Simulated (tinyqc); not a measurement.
Gate voltage for a given inversion charge.

Question. p-type body, charge-sheet picture, depletion and inversion only, full ionisation (an idealisation for deep acceptors), Boltzmann statistics (rough once Na exp(x - xn) passes about Nc/7). In units of Vt: xg = (Vg - Vfb)/Vt, x = psi/Vt, G = gamma/sqrt(Vt), xn = (2 phiF + Vc)/Vt. The implicit equation is (xg - x)^2 = G^2 [x - 1 + exp(x - xn)] for x above about 3. Cox = eps0 eox/tox. ni = sqrt(Nc Nv) exp(-Eg/(2 Vt)), Eg in volts; phiF = Vt ln(Na/ni); gamma = sqrt(2 q eps0 eps_r Na)/Cox. N_inv = (Cox Vt G/q) [sqrt(x - 1 + exp(x - xn)) - sqrt(x - 1)]. Find x - xn, psi and Vg.

Values chosen for this exercise; band and dielectric values close to those of germanium:
```
symbol    value   unit                                                                 meaning
T           300      K                                                             temperature
Eg        0.654     eV                                                                band gap
eps_r      15.7                                                          relative permittivity
Nc      1.04e19  cm^-3                                  conduction-band density of states at T
Nv      5.92e18  cm^-3                                     valence-band density of states at T
eox        9.05         relative permittivity of the gate insulator (close to aluminium oxide)
tox         7.7     nm                                                     insulator thickness
Na       1.4e16  cm^-3                                                        acceptor density
Vfb       -0.68      V                                                       flat-band voltage
Vc            0      V                                                    channel-body voltage
```

Constants: q = 1.602176634e-19 C, kB = 1.380649e-23 J/K, Vt = kB T/q, eps0 = 8.8541878128e-14 F/cm where lengths are in cm. Results are converted to the units shown.

N_inv = 2.4e11 cm^-2

Solution. N_inv rises steadily with x, so it fixes x; the implicit equation then gives xg directly.

x - xn = 3.488
psi = 0.4170 V
Vg = -0.1786 V

Computed by the program tinyqc: `OMP_NUM_THREADS=1 python tinyqc.py 2122239 2122240 out.jsonl`, one thread of a shared Intel Xeon 2.30GHz, about 0.01 s for the whole run.
